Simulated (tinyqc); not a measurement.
Composition of the layer: band edges of strained Si(1-x)Ge(x) on relaxed Si(1-y)Ge(y).

Values are linear in the Ge fraction but for ED(x) = linear - CD x (1 - x) and a(x) = linear - Ca x (1 - x). Energies are on the common scale of Ev.

Coherent growth on a (110) face: e_par = (a(y) - a(x))/a(x), e_perp = -(C11 + 3 C12 - 2 C44)/(C11 + C12 + 2 C44) e_par; exx = eyy = (e_par + e_perp)/2, ezz = e_par, exy = (e_perp - e_par)/2, eyz = ezx = 0.

A valley with unit axis u lies at Ev + gap + (av + a_valley) tr(e) + Xu (u.e.u - tr(e)/3); the Delta axes are x, y, z and the L axes [111], [1-1-1], [-11-1], [-1-11]. The second-order shift of the Delta valleys under shear is left out; it lowers the pair normal to the sheared plane by tens of meV at a shear of 1 %.

Valence edges: Ev plus the levels of the 6 x 6 matrix of X, Y, Z times spin with -Dso/3 + l exx + m (eyy + ezz) on the diagonal (cyclic), n exy off it, l = av + 2 b, m = av - b, n = sqrt(3) d. Spin-orbit term (Dso/3) L.sigma on X, Y, Z with (L_k)_ij = -i epsilon_kij: <X+|H|Y+> = -i Dso/3, <X+|H|Z-> = Dso/3, <Y+|H|Z-> = -i Dso/3, <Z+|H|X-> = -Dso/3, <Z+|H|Y-> = i Dso/3, <X-|H|Y-> = i Dso/3, and their conjugates; + and - are the spin along z.

Inputs chosen for the exercise (end members near Si and Ge, in this order; the results hold for these values, not for the real material):
- a = (5.433, 5.66) angstrom (lattice constant)
- Dso = (0.043, 0.288) eV (spin-orbit splitting)
- av = (2.49, 1.23) eV (valence hydrostatic potential)
- b = (-2.08, -2.51) eV (tetragonal shear potential)
- d = (-4.81, -5.33) eV (trigonal shear potential)
- C11 = (166.6, 129.6) GPa
- C12 = (64.6, 48.6) GPa
- C44 = (80.3, 66.1) GPa
- Ev = (0, 0.66) eV (top of the unstrained valence band)
- ED = (1.17, 0.947) eV (gap to the Delta valleys)
- EL = (1.992, 0.745) eV (gap to the L valleys)
- aD = (1.59, 1.21) eV (hydrostatic potential of the Delta gap)
- aL = (-3.21, -3.01) eV (hydrostatic potential of the L gap)
- XuD = (9.21, 9.48) eV (uniaxial potential, Delta)
- XuL = (16.34, 14.84) eV (uniaxial potential, L)
- CD = 0.206 eV (bowing of the Delta gap)
- Ca = 0.024 angstrom (bowing of the lattice constant)
- face = 110 (growth face)
- y = 0 (Ge fraction of the relaxed buffer)

The buffer is kept. dEc = Ec(buffer) - Ec(layer), dEv = Ev(layer) - Ev(buffer); buffer edges Ev(y) and Ev(y) + min(ED, EL). The digit behind Delta or L counts whole valleys.

Results:

| x | e_par (%) | lowest valleys | gap (eV) | next valleys above (meV) | valence splitting (meV) | dEc (eV) | dEv (eV) |
|---|---|---|---|---|---|---|---|
| 0.08 | -0.30 | Delta2 | 1.104 | 21 | 19 | 0.012 | 0.054 |
| 0.16 | -0.61 | Delta2 | 1.040 | 42 | 34 | 0.020 | 0.110 |
| 0.24 | -0.91 | Delta2 | 0.978 | 64 | 46 | 0.026 | 0.166 |
| 0.31 | -1.19 | Delta2 | 0.926 | 83 | 57 | 0.027 | 0.216 |
| 0.39 | -1.50 | Delta2 | 0.869 | 104 | 69 | 0.026 | 0.275 |
| 0.47 | -1.82 | Delta2 | 0.814 | 127 | 81 | 0.021 | 0.335 |
| 0.55 | -2.14 | Delta2 | 0.761 | 149 | 93 | 0.013 | 0.396 |

What can be read from this table?

The gap is 1.104 eV in the first row and 0.761 eV in the last. The lowest valleys are Delta2 throughout. Per 0.1 of x the valence offset moves by +73 meV on average; the conduction offset lies between +12 and +27 meV, not monotonically. Both carriers sit on one side in every row. Offsets below about 30 meV are within the spread of parameter sets, so those rows do not settle the type. Strains above 2 % can be kept only in layers of a few nanometres.

Program tinyqc; command `OMP_NUM_THREADS=1 python tinyqc.py 1051538 1051539 out.jsonl`; about 0.01 s on one thread of a shared Intel(R) Xeon(R) Processor @ 2.30GHz.
